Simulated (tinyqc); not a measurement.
# Carrier lifetime of an n-type layer with SRH, radiative, Auger and surface recombination: effects of single changes

Uniform excess density dn = dp (no trapping), n = n0 + dn, p = p0 + dn, Boltzmann statistics, full ionisation. Surfaces enter as a rate 2 S dn/d, which holds while diffusion to them is fast.

Parameters, values chosen for the exercise; band and dielectric values close to those of silicon:

| symbol | value | unit | meaning |
|---|---|---|---|
| T | 400 | K | temperature |
| Eg | 1.11 | eV | band gap |
| Nc | 4.28e19 | cm^-3 | conduction-band density of states at T |
| Nv | 4e19 | cm^-3 | valence-band density of states at T |
| B | 4.67e-15 | cm^3/s | radiative coefficient |
| N | 1.8e15 | cm^-3 | donor density |
| Cn | 3.7e-31 | cm^6/s | Auger coefficient (two electrons) |
| Cp | 2.4e-31 | cm^6/s | Auger coefficient (two holes) |
| Nt | 1.7e13 | cm^-3 | trap density |
| sn | 7e-16 | cm^2 | capture cross-section for electrons |
| sp | 3e-17 | cm^2 | capture cross-section for holes |
| vth | 1.8e7 | cm/s | thermal velocity (both carriers) |
| Et | 0.89 | eV | trap level below the conduction band |
| S | 3 | cm/s | surface recombination velocity (both faces) |
| d | 6 | um | sample thickness |

Constants: q = 1.602176634e-19 C, kB = 1.380649e-23 J/K, Vt = kB T/q. Results are converted to the units shown.

Each table varies one quantity; the others keep the values above.

## Lifetime against injection

ni = sqrt(Nc Nv) exp(-Eg/(2 Vt)), Eg in volts; majority density N/2 + sqrt(N^2/4 + ni^2), n0 p0 = ni^2; n1 = Nc exp(-Et/Vt), p1 = Nv exp((Et - Eg)/Vt); tn0 = 1/(sn vth Nt), tp0 = 1/(sp vth Nt). With e = n p - ni^2 = dn (n0 + p0 + dn): U_SRH = e/(tp0 (n + n1) + tn0 (p + p1)), U_rad = B e, U_Aug = (Cn n + Cp p) e, U_s = 2 S dn/d. Each tau is dn over its rate; tau = dn/U with U the sum.

The same in every row: tau_s (s) = 1.000e-4.

Results:
```
dn (cm^-3)  tau_SRH (s)  tau_rad (s)  tau_Aug (s)   tau (s)  radiative share (%)  largest path
1e11           2.843e-4       0.1190       0.8340  7.393e-5              0.06215       surface
1e13           2.834e-4       0.1183       0.8220  7.387e-5              0.06244       surface
1e14           2.754e-4       0.1127       0.7239  7.330e-5              0.06504       surface
1e15           2.234e-4      0.07648       0.2799  6.900e-5              0.09022       surface
1e16           1.396e-4      0.01815      0.01253  5.782e-5               0.3186       surface
1e17           1.166e-4     0.002103     1.593e-4  3.948e-5                1.877       surface
1e18           1.139e-4     2.137e-4     1.635e-6  1.574e-6               0.7365         Auger
1e19           1.136e-4     2.141e-5     1.639e-8  1.637e-8              0.07647         Auger
```

Estimate the missing row, dn = 1e12 cm^-3.

Computed row:
```
dn (cm^-3)  tau_SRH (s)  tau_rad (s)  tau_Aug (s)   tau (s)  radiative share (%)  largest path
1e12           2.843e-4       0.1189       0.8329  7.392e-5              0.06218       surface
```

With this row back in the table: Surface recombination leads at dn = 1e11, Auger from 1e18 on. The total lifetime falls from 7.39e-5 to 1.64e-8 s. tau_SRH goes from 2.84e-4 s (low-injection limit 2.84e-4 s) to 1.14e-4 s (high-injection limit tn0 + tp0 = 1.14e-4 s). Between the last two rows tau_rad goes as dn^(-1.00) and tau_Aug as dn^(-2.00); the radiative share goes from 0.0621 through a maximum of 1.88 (at dn = 1e17 among the rows listed) to 0.0765 %.

## Effect of the capture cross-section for electrons at dn = 5e16 cm^-3

Same model as above.

Here dn = 5e16 cm^-3.

The same in every row: tau_rad (s) = 0.004134; tau_Aug (s) = 6.194e-4; tau_s (s) = 1.000e-4.

Effect of the capture cross-section for electrons at dn = 5e16 cm^-3:
```
sn (cm^2)  tau_SRH (s)   tau (s)  radiative share (%)  largest path
3e-20           0.2475  8.431e-5                2.040       surface
3e-19          0.02485  8.406e-5                2.033       surface
3e-18         0.002583  8.168e-5                1.976       surface
3e-17         3.563e-4  6.820e-5                1.650       surface
3e-16         1.337e-4  5.171e-5                1.251       surface
3e-15         1.114e-4  4.800e-5                1.161       surface
3e-14         1.092e-4  4.758e-5                1.151       surface
```

Surface recombination leads at sn = 3e-20 and in all other rows. tau_SRH falls from 0.247 to 1.09e-4 s and the total lifetime falls from 8.43e-5 to 4.76e-5 s.

Numbers from tinyqc (`OMP_NUM_THREADS=1 python tinyqc.py 2300056 2300057 out.jsonl`; about 0.01 s on one thread of a shared Intel Xeon 2.30GHz).
